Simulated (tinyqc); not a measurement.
# Composition from the perpendicular lattice constant

Question. The layer is x parts of the first compound and 1 - x of the second, grown coherently on the third as substrate and barrier. Rows of the table: lattice constant a, average valence level Ea on an absolute scale, spin-orbit splitting so, gaps at Gamma, X and L, hydrostatic deformation potentials av and ac (Gamma), shear potential b, elastic constants, electron and heavy-hole (along z) masses. All are interpolated linearly in x; gaps get -C x (1 - x), taken wholly in the conduction band; real line-ups can differ from this model by 0.1 eV or more. In-plane strain e = (a_substrate - a)/a, e_z = -2 (c12/c11) e, volume change 2 e + e_z. X-ray diffraction gives a_z = a (1 + e_z) of the coherent layer. Find x, e and the relaxed Gamma gap.

Parameters, values chosen for the exercise: bowing of the Gamma gap CG = 0.7 eV; bowing of the X gap CX = 0 eV; bowing of the L gap CL = 0 eV.

Binary compounds, values chosen for the exercise:
```
              close to InAs  close to AlAs  close to InP
a (angstrom)          6.058          5.661         5.869
Ea (eV)               -6.67          -7.49         -7.04
so (eV)               0.375          0.281         0.109
EG (eV)               0.354           2.97          1.35
EX (eV)                1.36           2.18          2.16
EL (eV)                1.09           2.32          1.93
av (eV)                1.01           2.47          1.28
ac (eV)               -5.02           -5.7         -4.97
b (eV)                 -1.8          -1.48         -1.69
c11 (GPa)              82.3            125           102
c12 (GPa)              45.8           54.1          55.4
me (m0)              0.0232          0.149        0.0802
mh (m0)               0.325          0.474         0.532
```

lattice constant along the growth direction = 5.84257912 angstrom

Answer. a_z changes steadily with x, about (1 + 2 c12/c11) times as fast as the relaxed lattice constant, so one composition matches.

x = 0.490
e = 0.230 %
relaxed Gamma gap = 1.51 eV

tinyqc, about 0.01 s, one thread, Intel Xeon 2.30GHz (shared host): `OMP_NUM_THREADS=1 python tinyqc.py 2690142 2690143 out.jsonl`
